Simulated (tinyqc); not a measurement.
# Polycrystalline film, grain-boundary barriers (Seto model): effect of the grain size

One-dimensional grains of size Lg with donors N; each boundary has Qt acceptor-like traps per area at one level Et below the band edge. Trapped electrons qt deplete a width w = qt/N (both sides together) and raise a barrier Vb = q N w^2/(8 eps0 eps_r). Current crosses the barriers by thermionic emission at small bias. Abrupt depletion, full ionisation, Boltzmann statistics.

Partly depleted grains: the density at the grain centre is n0 = N and qt = Qt/(1 + 2 (Nc/N) exp((Vb - Et)/Vt)). If that gives qt >= N Lg, the grains are fully depleted: qt = N Lg, w = Lg and n0 = 2 Nc exp((Vb - Et)/Vt)/(Qt/(N Lg) - 1). Resistivity: barriers rb = Vt exp(Vb/Vt)/(q n0 vc Lg), grain interior rg = (1 - w/Lg)/(q mg N); effective mobility 1/(q N (rb + rg)).

Parameters, values chosen for the exercise; values close to those of polycrystalline silicon: temperature T = 300 K; relative permittivity of the semiconductor eps_r = 11.7; trap density at a boundary Qt = 1.1e12 cm^-2; donor density N = 9.8e17 cm^-3; mobility inside a grain mg = 260 cm^2/(V s); collection velocity at the barrier vc = 3.8e6 cm/s; conduction-band density of states at T Nc = 2.8e19 cm^-3; trap level below the band edge Et = 0.42 eV.

Constants: q = 1.602176634e-19 C, kB = 1.380649e-23 J/K, Vt = kB T/q, eps0 = 8.8541878128e-14 F/cm where lengths are in cm. Results are converted to the units shown.

Results:
```
Lg (nm),w/Lg,Vb (V),n0 (cm^-3),resistivity (ohm cm)
4,1.000,0.003031,3.067e12,3.892e4
6.5,1.000,0.008005,9.237e12,9639
11,1.000,0.02292,5.859e14,159.9
17,0.6603,0.02387,9.800e17,0.07249
28,0.4009,0.02387,9.800e17,0.05363
74,0.1517,0.02387,9.800e17,0.03552
120,0.09354,0.02387,9.800e17,0.03129
```

Estimate the missing row, Lg = 45 nm.

Computed row:
```
Lg (nm),w/Lg,Vb (V),n0 (cm^-3),resistivity (ohm cm)
45,0.2494,0.02387,9.800e17,0.04263
```

With this row back in the table: As Lg goes from 4 to 120 nm, the barrier rises from 0.00303 to 0.0239 V and the resistivity falls from 38900 to 0.0313 ohm cm. The grains are fully depleted in 3 of the 8 rows. In every row the barrier is under 2 Vt, where the depletion and emission pictures are rough.

Program tinyqc, `OMP_NUM_THREADS=1 python tinyqc.py 2610041 2610042 out.jsonl`; Intel Xeon 2.30GHz, shared host, one thread, about 0.01 s.
